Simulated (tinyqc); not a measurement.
Ellipsoidal valleys in the axes of a wafer and a channel: one step. Device axes and valley axes. Three cases, with inputs chosen for the exercise.

Question. Give the rows x, y, z in cubic components and each valley axis in device components.

Valleys with axes a along x, y and z, two valleys each; inverse mass tensor w = 1/mt + (1/ml - 1/mt) a a. Device axes: z = nz/|nz|, x = nx/|nx|, y = z cross x; in them a = (ax, ay, az). Confinement mass mz = 1/w_zz. In the plane w_ij is replaced by u_ij = w_ij - w_iz w_jz/w_zz (i, j = x, y); density-of-states mass md = 1/sqrt(det u); conductivity mass along x mc = 1/u_xx; ballistic transport mass mx = u_yy/det u, width mass my = 1/u_yy.

Case 1.

Values chosen (near those of the Delta valleys of Si; shifted at random, so the results belong to these values and not to a real crystal): ml = 0.922 m0 (longitudinal mass); mt = 0.187 m0 (transverse mass); nz = (1, 1, 0) (surface normal (confinement)); nx = (1, -1, 0) (channel direction).

Case 2.

Values chosen (near those of the Delta valleys of Si; shifted at random, so the results belong to these values and not to a real crystal): ml = 0.923 m0 (longitudinal mass); mt = 0.194 m0 (transverse mass); nz = (1, 1, 0) (surface normal (confinement)); nx = (0, 0, 1) (channel direction).

Case 3.

Values chosen (near those of the Delta valleys of Si; shifted at random, so the results belong to these values and not to a real crystal): ml = 0.883 m0 (longitudinal mass); mt = 0.185 m0 (transverse mass); nz = (1, 1, 1) (surface normal (confinement)); nx = (1, 1, -2) (channel direction).

Give: device axes; valley axes.

Answer.

Case 1.

device axes:
```
    [100]    [010]    [001]
x  0.7071  -0.7071   0.0000
y  0.0000   0.0000  -1.0000
z  0.7071   0.7071   0.0000
```

valley axes:
```
        ax       ay      az
x   0.7071   0.0000  0.7071
y  -0.7071   0.0000  0.7071
z   0.0000  -1.0000  0.0000
```

Case 2.

device axes:
```
    [100]    [010]   [001]
x  0.0000   0.0000  1.0000
y  0.7071  -0.7071  0.0000
z  0.7071   0.7071  0.0000
```

valley axes:
```
       ax       ay      az
x  0.0000   0.7071  0.7071
y  0.0000  -0.7071  0.7071
z  1.0000   0.0000  0.0000
```

Case 3.

device axes:
```
     [100]   [010]    [001]
x   0.4082  0.4082  -0.8165
y  -0.7071  0.7071   0.0000
z   0.5774  0.5774   0.5774
```

valley axes:
```
        ax       ay      az
x   0.4082  -0.7071  0.5774
y   0.4082   0.7071  0.5774
z  -0.8165   0.0000  0.5774
```

Computed by tinyqc, one run a case: `OMP_NUM_THREADS=1 python tinyqc.py N N+1 out.jsonl` with N = 1880506, 1880712, 1881105; one thread of a shared Intel(R) Xeon(R) Processor @ 2.30GHz, about 0.01 s a run at most.
